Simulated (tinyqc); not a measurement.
MOS capacitor on a p-type substrate, surface potential from the exact charge relation: two steps of the calculation.

Uniform p-type substrate, Boltzmann statistics, full ionisation, classical densities. psi is the surface potential against the body (positive when the bands bend down) and u = psi/Vt. Traps are spread evenly over the gap and neutral at flat band, so their charge is -q Dit psi; the minority quasi-Fermi level is shifted by Vb.

Parameters, values chosen for the exercise; band and dielectric values close to those of In0.53Ga0.47As:
- T = 300 K (temperature)
- Eg = 0.735 eV (band gap)
- eps_r = 13.7 (relative permittivity)
- Nc = 2.13e17 cm^-3 (conduction-band density of states at T)
- Nv = 7.81e18 cm^-3 (valence-band density of states at T)
- chi = 4.48 eV (electron affinity)
- N = 2.9e17 cm^-3 (acceptor density of the substrate)
- eox = 22.6 (relative permittivity of the gate insulator (close to hafnium oxide))
- tox = 14 nm (insulator thickness)
- phiM = 4.66 eV (gate work function)
- Nf = -2.9e11 cm^-2 (fixed charge at the interface, in units of q)
- Dit = 0 cm^-2 eV^-1 (density of interface traps)
- Vb = 0 V (reverse bias of the inversion layer against the body)

Constants: q = 1.602176634e-19 C, kB = 1.380649e-23 J/K, Vt = kB T/q, eps0 = 8.8541878128e-14 F/cm where lengths are in cm. Results are converted to the units shown.

Question 1. Flat band, threshold and scales. ni = sqrt(Nc Nv) exp(-Eg/(2 Vt)), Eg in volts; phiF = Vt ln(N/ni); Cox = eps0 eox/tox; Vfb = phiM - chi - (Eg - Vt ln(Nv/N)) - q Nf/Cox; Q0 = sqrt(2 eps0 eps_r q N Vt); r = (ni/N)^2 exp(-Vb/Vt); VT = Vfb + [(2 phiF + Vb)(1 + q Dit/Cox) + sqrt(2 eps0 eps_r q N (2 phiF + Vb))/Cox].

Wanted: ni; phiF; Cox; Vfb; Q0; r; VT.

Answer 1.

ni = 8.6454e11 cm^-3
phiF = 0.32892 V
Cox = 1.4293 uF/cm^2
Vfb = -0.43735 V
Q0 = 53.982 nC/cm^2
r = 8.8875e-12
VT = 0.41100 V

Question 2. Charges, field and capacitances at the solution. u = psi/Vt; F^2 = exp(-u) + u - 1 + r (exp(u) - u - 1); Qs = -sign(u) Q0 F; Cs = -dQs/dpsi = (Q0/Vt) |1 - exp(-u) + r (exp(u) - 1)|/(2 F). Low frequency: 1/C_LF = 1/Cox + 1/(Cs + q Dit). High frequency, in the simple estimate in which traps and minority carriers do not follow: 1/C_HF = 1/Cox + 1/Cd, Cd being Cs with r = 0 at the same psi. Minority sheet density N_inv = (Q0/(2 q)) int_0^u r (exp(t) - 1)/F(t) dt for u > 0. Oxide field |Qs - q Dit psi + q Nf|/(eps0 eox).

converged psi = -0.086688529 V

Find: Qs; N_inv; oxide field; Cs; C_LF/Cox; C_HF/Cox.

Answer 2.

Qs = 265.8 nC/cm^2
N_inv = 0 cm^-2
oxide field = 0.1096 MV/cm
Cs = 5.852 uF/cm^2
C_LF/Cox = 0.8037
C_HF/Cox = 0.8037

The surface is in accumulation (borders at |psi| = 0, phiF + Vb and 2 phiF + Vb = 0.658 V).

Numbers from tinyqc (`OMP_NUM_THREADS=1 python tinyqc.py 2060137 2060138 out.jsonl`; about 0.01 s on one thread of a shared Intel Xeon 2.30GHz).
